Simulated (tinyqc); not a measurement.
Inside a calculation. Method: ROHF in the 6-31g basis, for H4+, spin multiplicity 2. One step of it, computed by the program tinyqc.

Question. Iteration 2: Roothaan effective Fock matrix. With projectors Pc = D(beta) S, Po = (D(alpha) - D(beta)) S, Pv = 1 - D(alpha) S, the block xy is Px^T F Py; with Fc = (F(alpha) + F(beta))/2, the blocks are Fc for cc, oo, vv and cv, F(beta) for co and F(alpha) for ov.

F(alpha) (hartree):
```
           1H 1s      1H 2s      2H 1s      2H 2s      3H 1s      3H 2s      4H 1s      4H 2s
1H 1s  -0.215315  -0.580856  -0.205769  -0.339635  -0.019048  -0.129335  -0.001865  -0.066599
1H 2s  -0.580856  -0.552754  -0.339635  -0.440958  -0.129335  -0.228799  -0.066599  -0.166553
2H 1s  -0.205769  -0.339635  -0.215315  -0.580856  -0.001865  -0.066599  -0.019048  -0.129335
2H 2s  -0.339635  -0.440958  -0.580856  -0.552754  -0.066599  -0.166553  -0.129335  -0.228799
3H 1s  -0.019048  -0.129335  -0.001865  -0.066599  -0.215315  -0.580856  -0.205769  -0.339635
3H 2s  -0.129335  -0.228799  -0.066599  -0.166553  -0.580856  -0.552754  -0.339635  -0.440958
4H 1s  -0.001865  -0.066599  -0.019048  -0.129335  -0.205769  -0.339635  -0.215315  -0.580856
4H 2s  -0.066599  -0.166553  -0.129335  -0.228799  -0.339635  -0.440958  -0.580856  -0.552754
```

F(beta) (hartree):
```
           1H 1s      1H 2s      2H 1s      2H 2s      3H 1s      3H 2s      4H 1s      4H 2s
1H 1s  -0.039845  -0.438684  -0.133386  -0.245897  -0.068687  -0.167918  -0.042815  -0.104825
1H 2s  -0.438684  -0.417284  -0.245897  -0.332483  -0.167918  -0.259744  -0.104825  -0.199394
2H 1s  -0.133386  -0.245897  -0.039845  -0.438684  -0.042815  -0.104825  -0.068687  -0.167918
2H 2s  -0.245897  -0.332483  -0.438684  -0.417284  -0.104825  -0.199394  -0.167918  -0.259744
3H 1s  -0.068687  -0.167918  -0.042815  -0.104825  -0.039845  -0.438684  -0.133386  -0.245897
3H 2s  -0.167918  -0.259744  -0.104825  -0.199394  -0.438684  -0.417284  -0.245897  -0.332483
4H 1s  -0.042815  -0.104825  -0.068687  -0.167918  -0.133386  -0.245897  -0.039845  -0.438684
4H 2s  -0.104825  -0.199394  -0.167918  -0.259744  -0.245897  -0.332483  -0.438684  -0.417284
```

D(alpha) after iteration 1:
```
           1H 1s      1H 2s      2H 1s      2H 2s      3H 1s      3H 2s      4H 1s      4H 2s
1H 1s   0.068663   0.110509   0.068663   0.110509  -0.008179  -0.020656  -0.008179  -0.020656
1H 2s   0.110509   0.178689   0.110509   0.178689  -0.020656  -0.045203  -0.020656  -0.045203
2H 1s   0.068663   0.110509   0.068663   0.110509  -0.008179  -0.020656  -0.008179  -0.020656
2H 2s   0.110509   0.178689   0.110509   0.178689  -0.020656  -0.045203  -0.020656  -0.045203
3H 1s  -0.008179  -0.020656  -0.008179  -0.020656   0.068663   0.110509   0.068663   0.110509
3H 2s  -0.020656  -0.045203  -0.020656  -0.045203   0.110509   0.178689   0.110509   0.178689
4H 1s  -0.008179  -0.020656  -0.008179  -0.020656   0.068663   0.110509   0.068663   0.110509
4H 2s  -0.020656  -0.045203  -0.020656  -0.045203   0.110509   0.178689   0.110509   0.178689
```

D(beta) after iteration 1:
```
          1H 1s     1H 2s     2H 1s     2H 2s     3H 1s     3H 2s     4H 1s     4H 2s
1H 1s  0.030242  0.044927  0.030242  0.044927  0.030242  0.044927  0.030242  0.044927
1H 2s  0.044927  0.066743  0.044927  0.066743  0.044927  0.066743  0.044927  0.066743
2H 1s  0.030242  0.044927  0.030242  0.044927  0.030242  0.044927  0.030242  0.044927
2H 2s  0.044927  0.066743  0.044927  0.066743  0.044927  0.066743  0.044927  0.066743
3H 1s  0.030242  0.044927  0.030242  0.044927  0.030242  0.044927  0.030242  0.044927
3H 2s  0.044927  0.066743  0.044927  0.066743  0.044927  0.066743  0.044927  0.066743
4H 1s  0.030242  0.044927  0.030242  0.044927  0.030242  0.044927  0.030242  0.044927
4H 2s  0.044927  0.066743  0.044927  0.066743  0.044927  0.066743  0.044927  0.066743
```

overlap S:
```
          1H 1s     1H 2s     2H 1s     2H 2s     3H 1s     3H 2s     4H 1s     4H 2s
1H 1s  1.000000  0.658292  0.039065  0.200943  0.006497  0.098137  0.000354  0.030138
1H 2s  0.658292  1.000000  0.200943  0.482427  0.098137  0.310252  0.030138  0.149674
2H 1s  0.039065  0.200943  1.000000  0.658292  0.000354  0.030138  0.006497  0.098137
2H 2s  0.200943  0.482427  0.658292  1.000000  0.030138  0.149674  0.098137  0.310252
3H 1s  0.006497  0.098137  0.000354  0.030138  1.000000  0.658292  0.039065  0.200943
3H 2s  0.098137  0.310252  0.030138  0.149674  0.658292  1.000000  0.200943  0.482427
4H 1s  0.000354  0.030138  0.006497  0.098137  0.039065  0.200943  1.000000  0.658292
4H 2s  0.030138  0.149674  0.098137  0.310252  0.200943  0.482427  0.658292  1.000000
```

Give: effective F.

Answer.

effective F (hartree):
```
         1H 1s    1H 2s    2H 1s    2H 2s    3H 1s    3H 2s    4H 1s    4H 2s
1H 1s  -0.1333  -0.5112  -0.1753  -0.2942  -0.0381  -0.1472  -0.0166  -0.0843
1H 2s  -0.5112  -0.4814  -0.2942  -0.3831  -0.1472  -0.2479  -0.0843  -0.1866
2H 1s  -0.1753  -0.2942  -0.1333  -0.5112  -0.0166  -0.0843  -0.0381  -0.1472
2H 2s  -0.2942  -0.3831  -0.5112  -0.4814  -0.0843  -0.1866  -0.1472  -0.2479
3H 1s  -0.0381  -0.1472  -0.0166  -0.0843  -0.1333  -0.5112  -0.1753  -0.2942
3H 2s  -0.1472  -0.2479  -0.0843  -0.1866  -0.5112  -0.4814  -0.2942  -0.3831
4H 1s  -0.0166  -0.0843  -0.0381  -0.1472  -0.1753  -0.2942  -0.1333  -0.5112
4H 2s  -0.0843  -0.1866  -0.1472  -0.2479  -0.2942  -0.3831  -0.5112  -0.4814
```
